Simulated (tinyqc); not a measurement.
Pariser-Parr-Pople SCF with singles CI, for the molecule C=Cc1cccc[cH+]c1 (SMILES; centres numbered as the heavy atoms are written), step by step. One step of it, computed by the program tinyqc.

Problem. PPP integrals. Mataga-Nishimoto: gamma = 14.399645/(R + a), a = 2 x 14.399645/(gamma_rr + gamma_ss); H_rr = -W_r - sum_(s != r) z_s gamma_rs; H_rs = beta for bonds.

Centres (angstrom, eV; a flat drawing with bonds scaled to 1.40 angstrom):
```
centre          x          y  core charge z          W   gamma_rr
1C      -3.123000   0.451000              1  11.160000  11.130000
2C      -2.191000  -0.593000              1  11.160000  11.130000
3C      -0.820000  -0.308000              1  11.160000  11.130000
4C       0.031000  -1.419000              1  11.160000  11.130000
5C       1.431000  -1.446000              1  11.160000  11.130000
6C       2.325000  -0.369000              1  11.160000  11.130000
7C       2.040000   1.002000              1  11.160000  11.130000
8C       0.790000   1.633000              1  11.160000  11.130000
9C      -0.483000   1.050000              1  11.160000  11.130000
```

Resonance integrals (eV):
```
i  j       beta
1  2  -2.390000
2  3  -2.390000
3  4  -2.390000
4  5  -2.390000
5  6  -2.390000
6  7  -2.390000
7  8  -2.390000
8  9  -2.390000
9  3  -2.390000
```

Give: repulsion gamma_rs; core matrix H.

Solution.

repulsion gamma_rs (eV):
```
         1C       2C       3C       4C       5C       6C       7C       8C
1C  11.1300   5.3466   3.8723   2.9029   2.3124   2.1166   2.2201   2.6758
2C   5.3466  11.1300   5.3449   3.9297   2.8714   2.4762   2.4761   2.8718
3C   3.8723   5.3449  11.1300   5.3466   3.7734   3.2436   3.2435   3.7739
4C   2.9029   3.9297   5.3466  11.1300   5.3450   3.7728   3.2433   3.2441
5C   2.3124   2.8714   3.7734   5.3450  11.1300   5.3461   3.7731   3.2441
6C   2.1166   2.4762   3.2436   3.7728   5.3461  11.1300   5.3449   3.7730
7C   2.2201   2.4761   3.2435   3.2433   3.7731   5.3449  11.1300   5.3451
8C   2.6758   2.8718   3.7739   3.2441   3.2441   3.7730   5.3451  11.1300
9C   3.5991   3.9303   5.3471   3.7738   3.2438   3.2432   3.7723   5.3452

         9C
1C   3.5991
2C   3.9303
3C   5.3471
4C   3.7738
5C   3.2438
6C   3.2432
7C   3.7723
8C   5.3452
9C  11.1300
```

core matrix H (eV):
```
          1C        2C        3C        4C        5C        6C        7C        8C
1C  -36.2058   -2.3900    0.0000    0.0000    0.0000    0.0000    0.0000    0.0000
2C   -2.3900  -40.4069   -2.3900    0.0000    0.0000    0.0000    0.0000    0.0000
3C    0.0000   -2.3900  -45.1054   -2.3900    0.0000    0.0000    0.0000    0.0000
4C    0.0000    0.0000   -2.3900  -42.7182   -2.3900    0.0000    0.0000    0.0000
5C    0.0000    0.0000    0.0000   -2.3900  -41.0693   -2.3900    0.0000    0.0000
6C    0.0000    0.0000    0.0000    0.0000   -2.3900  -40.4765   -2.3900    0.0000
7C    0.0000    0.0000    0.0000    0.0000    0.0000   -2.3900  -40.5784   -2.3900
8C    0.0000    0.0000    0.0000    0.0000    0.0000    0.0000   -2.3900  -41.4329
9C    0.0000    0.0000   -2.3900    0.0000    0.0000    0.0000    0.0000   -2.3900

          9C
1C    0.0000
2C    0.0000
3C   -2.3900
4C    0.0000
5C    0.0000
6C    0.0000
7C    0.0000
8C   -2.3900
9C  -43.4149
```
